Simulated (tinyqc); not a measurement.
Vertical double-diffused power MOSFET, components of the on-resistance: On-resistance against the rated breakdown voltage of the drift layer.

Stripe cells of pitch Wp + a, two channels a cell. Current flows through the channels, spreads in the accumulation layer, passes the gap between the p bodies and spreads at 45 degrees into the drift layer below them. Low drain voltage, full ionisation.

Triangular field at breakdown with Ec = Kc N^(1/8): BV = eps0 eps_r Ec^2/(2 q N), so N = (eps0 eps_r Kc^2/(2 q BV))^(4/3); W = 2 BV/Ec; mu = mud (T/300 K)^(-bt); rho = 1/(q mu N); ideal resistance rho W. Pitch p = Wp + a, Cox = 3.9 eps0/tox; zero-bias depletion in the gap w0 = sqrt(2 eps0 eps_r Vbi/(q N Nj)), open gap g = a - 2 w0; R_ch = Lc p/(2 mch Cox Vov); R_acc = 0.6 a p/(4 mac Cox Vov), 0.6 being an empirical factor for current leaving the layer along its length; R_gap = (rho/Nj) xp p/g; spreading depth t = min(W, (p - g)/2); R_drift = (rho p/2) ln((g + 2 t)/g) + rho (W - t); R_on = the sum with Rs.

Values chosen for this exercise; bulk values close to those of 4H silicon carbide:
```
symbol  value                    unit                                             meaning
T         400                       K                                         temperature
eps_r      10                                                       relative permittivity
Kc      22300  V/cm per (cm^-3)^(1/8)                             critical-field constant
mud       832              cm^2/(V s)                             drift mobility at 300 K
bt          2                                  temperature exponent of the drift mobility
tox        36                      nm                    gate oxide thickness (eps_r 3.9)
Vov        13                       V                                      gate overdrive
mch        20              cm^2/(V s)                                    channel mobility
mac       140              cm^2/(V s)                         accumulation-layer mobility
Lc        1.1                      um                                      channel length
Wp        3.4                      um  width of the p body in one cell, channels included
a         4.3                      um                   gap between neighbouring p bodies
xp        1.2                      um                                 depth of the p body
Nj          1                                     doping of the gap over the drift doping
Vbi      2.82                       V               built-in voltage of the body junction
Rs       0.18               mohm cm^2                    substrate and contact resistance
```

Constants: q = 1.602176634e-19 C, eps0 = 8.8541878128e-14 F/cm where lengths are in cm. Results are converted to the units shown.

The same in every row: R_ch (mohm cm^2) = 1.698; R_acc (mohm cm^2) = 0.2845.

Result of one run:
```
BV (V)	R_gap (mohm cm^2)	R_drift (mohm cm^2)	R_on (mohm cm^2)	ideal (mohm cm^2)	largest term
3500	1.933	17.97	22.07	17.02	drift
```

What becomes of these results when the rated breakdown voltage of the drift layer BV is changed from 3500 to 300 V, all else the same?

Result of the changed run:
```
BV (V)	R_gap (mohm cm^2)	R_drift (mohm cm^2)	R_on (mohm cm^2)	ideal (mohm cm^2)	largest term
300	0.04159	0.04925	2.253	0.03661	channel
```

The whole series:
```
BV (V)	R_gap (mohm cm^2)	R_drift (mohm cm^2)	R_on (mohm cm^2)	ideal (mohm cm^2)	largest term
300	0.04159	0.04925	2.253	0.03661	channel
490	0.08335	0.1518	2.398	0.1248	channel
800	0.1701	0.4849	2.818	0.4251	channel
1300	0.3550	1.569	4.086	1.431	channel
2100	0.7696	5.081	8.013	4.746	drift
3500	1.933	17.97	22.07	17.02	drift
5600	5.528	57.97	65.66	55.11	drift
9200	46.62	204.8	253.6	190.6	drift
```

R_on rises from 2.25 to 254 mohm cm^2. The channel term is the largest at BV = 300, the drift term from 2100 on. R_on is 61.6 times the ideal drift resistance in the first row and 1.33 times in the last. The ideal resistance goes as BV^(2.50), and R_on as BV^(2.72) between the last two rows.

tinyqc, about 0.01 s, one thread, Intel Xeon 2.30GHz (shared host): `OMP_NUM_THREADS=1 python tinyqc.py 2230060 2230061 out.jsonl`
